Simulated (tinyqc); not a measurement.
# Heated strip on a layer stack, thermal resistances with spreading, step by step

Program tinyqc, `OMP_NUM_THREADS=1 python tinyqc.py 2520130 2520131 out.jsonl`; Intel Xeon 2.30GHz, shared host, one thread, about 0.01 s. Printed values are rounded.

A long strip of width ws dissipates Pw per length on three layers over a heat sink. Heat is taken to spread at 45 degrees, so the width of the flow grows by twice the depth: w1 = ws + 2 t1, w2 = w1 + 2 t2, w3 = w2 + 2 t3 at the bottoms of the layers. This is a rule of thumb, not a solution of the heat equation.

Parameters, values chosen for the exercise; conductivities close to those of gallium nitride (layer 1), silicon (layer 2) and solder (layer 3): heat-sink temperature T0 = 293 K; width of the heated strip ws = 12 um; power per length of the strip Pw = 1.8 W/mm; thickness of layer 1 t1 = 0.95 um; conductivity of layer 1 k1 = 172 W/(m K); boundary resistance between layers 1 and 2 Rb = 5.2 m^2 K/GW; thickness of layer 2 t2 = 200 um; conductivity of layer 2 at 300 K k2 = 137 W/(m K); exponent in k2(T) = k2 (300 K/T)^p p = 1.1; thickness of layer 3 t3 = 20 um; conductivity of layer 3 k3 = 58.4 W/(m K).

## Thermal resistances

Resistances times length: layer i, ln(w_i/w_(i-1))/(2 k_i) with w0 = ws; boundary, Rb/w1.

resistance times length (K mm/W): layer 1 0.427274, boundary 0.374101, layer 2 12.3859, layer 3 0.789833

The largest part, 88.6 % of the sum, is layer 2.

## Temperatures

From the sink upward: Ta = T0 + Pw R3; across layer 2 the Kirchhoff transform gives Tb^(1-p) = Ta^(1-p) + (1 - p)(300 K)^(-p) Pw R2; Tc = Tb + Pw Rboundary; Tj = Tc + Pw R1. With constant k2, Tj would be T0 + Pw times the sum of the resistances.

temperatures (K): Ta 294.422, Tb 317.179, Tc 317.852, Tj 318.621
Tj with constant k2 = 318.159 K

The rise Tj - T0 is 25.6 K, 1.8 % above the value for constant k2.
